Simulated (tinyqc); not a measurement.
Leakage against temperature: trap-assisted generation and recombination current of an abrupt junction. Computed by tinyqc, a small Python program. Command: `OMP_NUM_THREADS=1 python tinyqc.py 3024687 3024688 out.jsonl junctionleak walk`. One thread of a shared host (Intel(R) Xeon(R) Processor @ 2.30GHz), about 0.01 s of CPU time with the checks.

Depletion approximation, flat quasi-Fermi levels across the depleted layer, long neutral regions with minority lifetimes tau_n and tau_p, full ionisation and Boltzmann statistics. Voltages in exponents stand for e V.

Inputs (values chosen for the exercise, with bands and screening modelled on GaSb):

| quantity | value | unit |
|---|---|---|
| gap E_g | 0.728 | eV |
| electron mass m_e | 0.0376 | m_0 |
| valleys M_c | 1 | - |
| hole mass m_h | 0.403 | m_0 |
| dielectric constant eps | 15.1 | - |
| acceptor density N_A | 4e+16 | cm^-3 |
| donor density N_D | 6.6e+17 | cm^-3 |
| capture time tau_n | 2.1e-05 | s |
| capture time tau_p | 7.9e-08 | s |
| trap level E_t - E_i | 0 | eV |
| electron diffusion coefficient D_n | 80 | cm^2/s |
| hole diffusion coefficient D_p | 1.7 | cm^2/s |
| reverse bias V_r | 0.58 | V |
| temperature T | 250 | K |
| tunnelling mass m_t | 0.27 | m_0 |

Field enhancement: Hurkx tunnelling factor.

Constants: k_B = 8.617333262e-05 eV/K; m_0 = 9.1093837015e-31 kg; k_B = 1.380649e-23 J/K; h = 6.62607015e-34 J s; e = 1.602176634e-19 C; eps_0 = 8.8541878128e-12 F/m; hbar = 1.054571817e-34 J s.

Method:
- N_c = 2 M_c (2 pi m_e k_B T/h^2)^(3/2) and N_v = 2 (2 pi m_h k_B T/h^2)^(3/2), masses in units of m_0.
- n_i = sqrt(N_c N_v) exp(-E_g/2 k_B T); V_bi = (k_B T/e) ln(N_A N_D/n_i^2); diffusion saturation current J_d0 = e n_i^2 [sqrt(D_n/tau_n)/N_A + sqrt(D_p/tau_p)/N_D].
- W = sqrt(2 eps eps_0 (V_bi - V)(1/N_A + 1/N_D)/e), x_p = W N_D/(N_A + N_D), x_n = W - x_p, peak field F_m = 2 (V_bi - V)/W; reverse bias means V = -V_r.
- Both capture times are divided by 1 + Gamma, Gamma = 2 sqrt(3 pi) (F/F_G) exp((F/F_G)^2), F_G = sqrt(24 m_t (k_B T)^3)/(e hbar) (the low-field Hurkx form), F being the local field, linear in x from 0 at the edges to F_m.
- Potential from the p edge: phi = (V_bi - V) x^2/(x_p W) on the p side and (V_bi - V)[1 - (W - x)^2/(x_n W)] on the n side; p = N_A exp(-phi/k_B T), n = n_i^2 exp(V/k_B T)/p; U = (n p - n_i^2)/[tau_p (n + n_i exp(dE/k_B T)) + tau_n (p + n_i exp(-dE/k_B T))], dE = E_t - E_i, n1 = n_i exp(dE/k_B T), p1 = n_i exp(-dE/k_B T); J_t = e int U dx by the trapezoid rule on 400 intervals on each side.
- The gap, capture times and diffusion coefficients are held fixed. J_g = -J_t at V = -V_r. The last column is -k_B d ln(J_g + J_d0)/d(1/T) from this row and the one above.

peak field F_m = 105785 V/cm

Reverse current:

| T (K) | generation (A/cm^2) | diffusion (A/cm^2) | activation energy (eV) |
|---|---|---|---|
| 200 | 9.6119e-11 | 1.4072e-15 | - |
| 220 | 6.7690e-10 | 8.7143e-14 | 0.37007 |
| 250 | 7.2376e-09 | 1.2824e-11 | 0.37461 |
| 280 | 4.7768e-08 | 6.7313e-10 | 0.38189 |
| 310 | 2.2333e-07 | 1.6935e-08 | 0.39928 |
| 350 | 1.1878e-06 | 5.4893e-07 | 0.46235 |
| 400 | 6.2058e-06 | 1.6743e-05 | 0.62282 |

What follows from these numbers?

The activation energy goes from 0.370 to 0.623 eV. Generation alone gives about E_g/2 + dE if tau_p exp(dE/k_B T) exceeds tau_n exp(-dE/k_B T), else E_g/2 - dE, here 0.364 eV, plus 1.5 k_B T, less where tunnelling helps, and diffusion E_g = 0.728 eV plus 3 k_B T; diffusion takes over by 400 K. Caution: one side is doped near or above its effective density of states, so Boltzmann statistics understate V_bi.

Extremes, crossings and ranges named in words are read from the listed rows.
